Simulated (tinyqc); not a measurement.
Band-to-band tunnelling in a uniform field: complex band structure along [001] in sp3s* tight binding.

For k = (0, 0, kz) the phase sums are g0 = cos(phi) and g3 = i sin(phi), phi = kz a/4, and the s, pz, s* orbitals of anion (a) and cation (c) decouple from px, py. With z = exp(i phi), H(z) = H0 + z T + T^T/z for any complex z. H0 is diagonal (Esa, Epa, Exa, Esc, Epc, Exc). The anion-cation block is B(z) = z U + W/z and the cation-anion block z W^T + U^T/z, where U has Vss/2 (s,s), Vsapc/2 (s,z), -Vscpa/2 (z,s), Vxx/2 (z,z), Vxapc/2 (s*,z), -Vpaxc/2 (z,s*), and W has the same values with the s-z and s*-z signs reversed. |z| = 1 is a band state, |z| < 1 decays along [001] as exp(-kappa d) over a distance d, kappa = -(4/a) ln|z|. No spin-orbit coupling.

Constants: hbar^2/2m0 = 3.80998211 eV angstrom^2.

Parameters, chosen for this exercise (out of a larger set: near a published set for InAs, fitted to gaps, whose masses and valley positions are rough (light masses up to twice too heavy); not measured data): p = (-9.461, 0.921, -2.733, 3.742, 7.366, 6.729, -5.664, 1.85, 4.478, 3.028, 5.497, 3.356, 3.918) eV (order Esa, Epa, Esc, Epc, Exa, Exc, Vss, Vxx, Vxy, Vsapc, Vscpa, Vxapc, Vpaxc); a = 6.056 angstrom (lattice constant).

Ev = 0.00513 eV
EG (direct gap) = 0.48554 eV

masses of this model, from the curvature at Gamma (m0): m_lh 0.03219, m_e 0.03478

WKB at zero transverse momentum: T = exp(-2 I/(eF)), I = integral of kappa dE across the direct gap (8 Gauss-Legendre points in theta, E = EG sin^2 theta, 0 to pi/2); 1 MV/cm = 0.01 V/angstrom. The two-band form gives I = (pi/8) sqrt(m/c) EG^(3/2) with m = 2 m_lh m_e/(m_lh + m_e).

Tunnelling:

| F (MV/cm) | path EG/eF (angstrom) | exponent 2I/eF | T, tight binding | T, two-band |
|---|---|---|---|---|
| 0.50 | 97.1 | 4.975 | 0.00691 | 0.00689 |
| 0.75 | 64.7 | 3.317 | 0.0363 | 0.0362 |
| 1.00 | 48.6 | 2.487 | 0.0831 | 0.0830 |
| 1.50 | 32.4 | 1.658 | 0.190 | 0.190 |
| 2.00 | 24.3 | 1.244 | 0.288 | 0.288 |
| 3.00 | 16.2 | 0.829 | 0.436 | 0.436 |
| 4.00 | 12.1 | 0.622 | 0.537 | 0.537 |

I, tight binding = 0.012437 eV/angstrom
I, two-band = 0.012446 eV/angstrom

How do the results move, and what explains it?

The two-band integral is +0.07 % from the tight-binding one, which makes the two-band T 0.9967 times the other at 0.5 MV/cm and 0.9996 times at 4 MV/cm. Doubling the field from 1 to 2 MV/cm halves the exponent and raises T by a factor 3.47. Where the exponent falls below about 2 the WKB form is only a guide.

Program tinyqc; command `OMP_NUM_THREADS=1 python tinyqc.py 1480454 1480455 out.jsonl`; about 0.01 s on one thread of a shared Intel(R) Xeon(R) Processor @ 2.30GHz.
